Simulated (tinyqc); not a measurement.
Worked calculation: standing waves and exposure in a photoresist film. Values are carried at full precision from step to step, so a last printed digit may differ when a step is redone from the rounded ones.

Normal incidence from air. Unexposed resist: N1 = n1 + i k1 with k1 = (A + B) lam/(4 pi), lam in micrometres. r01 = (1 - N1)/(1 + N1), t01 = 2/(1 + N1). Substrate Ns = ns + i ks: r12 = (N1 - Ns)/(N1 + Ns). With p = exp(2 pi i N1 d/lam), the field at depth z is E(z) = t01 [exp(2 pi i N1 z/lam) + r12 p^2 exp(-2 pi i N1 z/lam)]/(1 + r01 r12 p^2), the relative intensity I(z) = n1 |E(z)|^2 and the reflectance R = |(r01 + r12 p^2)/(1 + r01 r12 p^2)|^2.

Values chosen for the exercise (a resist on Si, indices near tabulated ones; the results hold for these values, not for the real material):
```
symbol  value  unit          meaning
lam     193    nm            vacuum wavelength
n1      1.714                resist index
A       0.08   1/micrometre  bleachable absorption (Dill A)
B       0.54   1/micrometre  fixed absorption (Dill B)
d       238    nm            resist thickness
ns      0.875                substrate n
ks      2.841                substrate k
C       0.037  cm^2/mJ       exposure rate (Dill C)
D       15     mJ/cm^2       incident dose
Ld      30     nm            diffusion length of the post-exposure bake
```

## Interface coefficients

Form N1, r01, t01 and r12.

N1 = 1.71400+0.00952i
r01 = -0.2631-0.0026i
t01 = 0.7369-0.0026i
r12 = -0.3978-0.6557i
|r12|^2 = 0.5881

Next to the bottom the intensity swings by a factor ((1 + |r12|)/(1 - |r12|))^2 = 57.5 between antinode and node.

## Round trip and reflectance

Form p^2, the denominator and R; the period of the standing wave is lam/(2 n1).

p^2 = 0.1228+0.8540i
1 + r01 r12 p^2 = 0.8644+0.1092i
R = 0.3165
period = 56.30 nm

The film holds 4.23 periods.

## Intensity and exposure over the lowest period

Nine depths from d - period to d. Without bleaching during the exposure the share of unexposed compound is m = exp(-C D I).

Profile:
```
z (nm)      I      m
181.7   0.855  0.622
188.7   0.118  0.937
195.8   0.305  0.844
202.8   1.304  0.485
209.8   2.529  0.246
216.9   3.262  0.164
223.9   3.071  0.182
231.0   2.068  0.317
238.0   0.838  0.628
```

I runs from 0.118 to 3.262 on these points, so m runs from 0.164 to 0.937; the least exposed point listed lies 49.3 nm above the bottom.

## Smoothing by the bake

Gaussian diffusion of length Ld multiplies a cosine of period L by exp(-2 pi^2 Ld^2/L^2). Give that factor, and the Ld that leaves 10 %.

factor = 0.00368
Ld for 10 % = 19.23 nm

## Checks

- R against the transfer-matrix product: both 0.31652.
- Absorption (A + B) d times the mean of I against 1 - R - T: both 0.256.

Computed by tinyqc, a small Python program: `OMP_NUM_THREADS=1 python tinyqc.py 1682099 1682100 out.jsonl` (the numbers bound the seed that draws the inputs); one thread of a shared host (Intel(R) Xeon(R) Processor @ 2.30GHz), about 0.01 s for the whole set of steps.
